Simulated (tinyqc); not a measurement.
# Slope factor and drain-induced lowering from three currents

Question. With source and body at 0 V, I = A exp((Vg + dd Vd)/(nf Vt)) (1 - exp(-Vd/Vt)). Find nf, the swing nf Vt ln 10 and dd.

Values chosen for this exercise:

| symbol | value | unit | meaning |
|---|---|---|---|
| T | 300 | K | temperature |

Constants: q = 1.602176634e-19 C, kB = 1.380649e-23 J/K, Vt = kB T/q. Results are converted to the units shown.

currents at (Vg, Vd) = (0, 0.05), (0, 0.9) and (0.08, 0.9) V (nA/um): [0.0012199547, 0.0080481883, 0.082447971]

Solution. The pair at equal Vd gives nf; the pair at equal Vg, after dividing out the factors 1 - exp(-Vd/Vt), gives dd.

nf = 1.33
swing = 79.2 mV/decade
dd = 0.0700

tinyqc, about 0.03 s, one thread, Intel Xeon 2.30GHz (shared host): `OMP_NUM_THREADS=1 python tinyqc.py 2242193 2242194 out.jsonl`
